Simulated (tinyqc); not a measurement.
# Worked calculation: one-dimensional ballistic tunnel FET, two-band WKB

Program tinyqc, `OMP_NUM_THREADS=1 python tinyqc.py 2620055 2620056 out.jsonl`; Intel Xeon 2.30GHz, shared host, one thread, about 0.01 s. Printed values are rounded.

A p-type source for x < 0 with its Fermi level at 0 and its valence edge at ds; in the channel the bands fall as D exp(-x/lam) towards their flat values, with the conduction edge at Ec = ds - dP and D = dP + Eg. The gate moves dP one to one. The drain Fermi level lies at -Vd and the drain side reflects nothing. For w = E - Ec between 0 and dP an electron crosses the gap. Two-band dispersion with equal masses m: inside the gap kappa = sqrt(m u (1 - u/Eg)/C), u the distance from a band edge, C = hbar^2/(2 m0).

Values chosen for this exercise; band and dielectric values close to those of In0.53Ga0.47As:
- T = 77 K (temperature)
- Eg = 0.747 eV (band gap)
- m = 0.045 m0 (band-edge mass of the two-band model)
- lam = 3.2 nm (screening length of the source junction)
- ds = 0.13 eV (source valence edge above the source Fermi level)
- Vd = 0.1 V (drain bias)
- g = 2 (number of degenerate subbands (spin apart))
- dP = 0.43 eV (tunnelling window Ev(source) - Ec(channel))
- w0 = 0.31 eV (energy above the channel conduction edge)
- nc = 10 (cells of the path)
- nE = 9 (points of the energy grid)

Constants: q = 1.602176634e-19 C, kB = 1.380649e-23 J/K, hbar = 1.054571817e-34 J s, h = 6.62607015e-34 J s, m0 = 9.1093837015e-31 kg, Vt = kB T/q, hbar^2/(2 m0) = 0.0380998212 eV nm^2. Results are converted to the units shown.

## The path through the gap by the midpoint rule

At w = w0 the path runs from xa = lam ln(D/(w + Eg)) to xb = lam ln(D/w); u(x) = w + Eg - D exp(-x/lam) is the height above the valence edge. Cut it into nc equal cells: S = 2 (cell width) times the sum of kappa at the centres.

xa = 0.344109 nm
xb = 4.26929 nm

| cell | x (nm) | u (eV) | kappa (1/nm) |
|---|---|---|---|
| 0 | 0.54037 | 0.062879 | 0.260797 |
| 1 | 0.93289 | 0.177637 | 0.399895 |
| 2 | 1.32540 | 0.279149 | 0.454419 |
| 3 | 1.71792 | 0.368942 | 0.469616 |
| 4 | 2.11044 | 0.448369 | 0.460119 |
| 5 | 2.50296 | 0.518628 | 0.432747 |
| 6 | 2.89547 | 0.580776 | 0.390693 |
| 7 | 3.28799 | 0.635750 | 0.334409 |
| 8 | 3.68051 | 0.684378 | 0.260313 |
| 9 | 4.07303 | 0.727392 | 0.150170 |

S = 2.83647

## The exponent in closed form

S(w) = 2 lam int_0^Eg kappa(u) du/(w + Eg - u) = 2 pi lam sqrt(m/(C Eg)) [w + Eg/2 - sqrt(w (w + Eg))], T(w) = exp(-S). The common triangular estimate is S = (4/3) lam sqrt(m/C) Eg^1.5/(dP + Eg) for all w.

S(w0) = 2.80823
T(w0) = 0.0603119
triangular S = 2.54354

The midpoint value is 1.0 % above the closed form, and the triangular estimate 9.4 % below it.

## Current on a coarse grid

S(w) = 2 lam int_0^Eg kappa(u) du/(w + Eg - u) = 2 pi lam sqrt(m/(C Eg)) [w + Eg/2 - sqrt(w (w + Eg))], T(w) = exp(-S). I = g (2 q^2/h) int_0^dP T(w) [f(E) - f(E + Vd)] dw, E = ds - dP + w, f(x) = 1/(1 + exp(x/Vt)). Simpson's rule on nE equally spaced points.

| point | w (eV) | T(w) | difference of the f |
|---|---|---|---|
| 0 | 0.000000 | 7.92510e-5 | 8.12683e-14 |
| 1 | 0.053750 | 0.00386139 | 2.67728e-10 |
| 2 | 0.107500 | 0.0111296 | 8.82512e-7 |
| 3 | 0.161250 | 0.0214017 | 0.00290059 |
| 4 | 0.215000 | 0.0340274 | 0.905560 |
| 5 | 0.268750 | 0.0484072 | 0.991041 |
| 6 | 0.322500 | 0.0640344 | 0.0325801 |
| 7 | 0.376250 | 0.0804992 | 1.02166e-5 |
| 8 | 0.430000 | 0.0974777 | 3.09944e-9 |

I = 0.716161 uA

A converged quadrature gives 0.6735 uA; this grid is 6.3 % above that.
